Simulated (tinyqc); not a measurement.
Changing the seed thickness t: electroplating on a thin resistive seed layer: kinetics, Wagner number and the terminal effect across a wafer. Computed by tinyqc, a small Python program. Command: `OMP_NUM_THREADS=1 python tinyqc.py 3120342 3120343 out.jsonl terminal sweep`. One thread of a shared host (Intel(R) Xeon(R) Processor @ 2.30GHz), about 0.06 s of CPU time with the checks.

Current enters the seed at the rim. The bath is treated as a local resistance per area (no lateral flow in the liquid), two electrons per ion, molar volume 7.11 cm^3/mol, Faraday constant F = e N_A, kinematic viscosity 0.01 cm^2/s, omega = 2 pi x rpm/60; k_B T/e is in volts.

Inputs (values chosen for the exercise, of the order of those for copper plating on a thin cobalt or ruthenium seed): wafer radius R = 10 cm; seed resistivity = 21 microohm cm; bath conductivity kappa = 0.31 S/cm; gap to the anode h = 3.5 cm; extra resistance of a porous plate = 170 ohm cm^2; exchange current density i_0 = 0.092 mA/cm^2; cathodic transfer coefficient alpha = 0.85; mean current density = 2.6 mA/cm^2; diffusivity of the metal ion = 5.6e-06 cm^2/s; metal ion concentration = 0.61 mol/L; rotation rate = 60 rpm; temperature T = 298 K.

Constants: e = 1.602176634e-19 C; N_A = 6.02214076e+23 1/mol; k_B = 8.617333262e-05 eV/K.

Method:
- Growth rate = i V_m/(2 F). Levich limit i_L = 0.62 x 2 F D^(2/3) omega^(1/2) nu^(-1/6) c. Tafel overpotential eta = (k_B T/(alpha e)) ln(i/i_0); kinetic resistance k_B T/(alpha e i); bath resistance h/kappa + plate; R_s = resistivity/t; Wagner number = kinetic resistance x kappa/R.
- Linearised: with R_t = kinetic + bath resistance the current density obeys (1/r)(r i')' = i R_s/R_t, so i = A I_0(r/l), l = sqrt(R_t/R_s); with x = R/l, edge/centre = I_0(x) and edge/mean = x I_0(x)/(2 I_1(x)).
- Voltage drop in the seed for a uniform current: i R_s R^2/4.
- Full model: seed potential phi(r) with (1/r)(r phi')' = R_s i, where i solves phi = R_b i + (k_B T/(alpha e)) ln(i/i_0) (phi being the driving voltage left at r); phi'(0) = 0 and phi'(R) = R_s i_mean R/2. Solved by collocation to a tolerance of 1e-7.

One run for each value:
```
seed thickness t (nm)  edge over centre, full model  edge over centre, linear  x = R/l  drop for uniform current (mV)
5.0                                          17.593                    20.240   4.6660                         2730.0
9.1                                           6.850                     7.127   3.4587                         1500.0
17.0                                          3.335                     3.368   2.5305                          802.9
30.0                                          2.130                     2.135   1.9049                          455.0
55.0                                          1.559                     1.559   1.4069                          248.2
100.0                                         1.291                     1.291   1.0434                          136.5
180.0                                         1.157                     1.157   0.7777                           75.8
330.0                                         1.084                     1.084   0.5743                           41.4
600.0                                         1.046                     1.046   0.4259                           22.8
```

Describe the trends.

Over the rows, edge over centre, full model falls from 17.6 to 1.05 (exponent d ln y / d ln x -1.6 between the first rows and -0.060 between the last); edge over centre, linear falls from 20.2 to 1.05 (exponent d ln y / d ln x -1.7 between the first rows and -0.060 between the last); x = R/l falls from 4.67 to 0.426 (exponent d ln y / d ln x about -0.50 throughout).
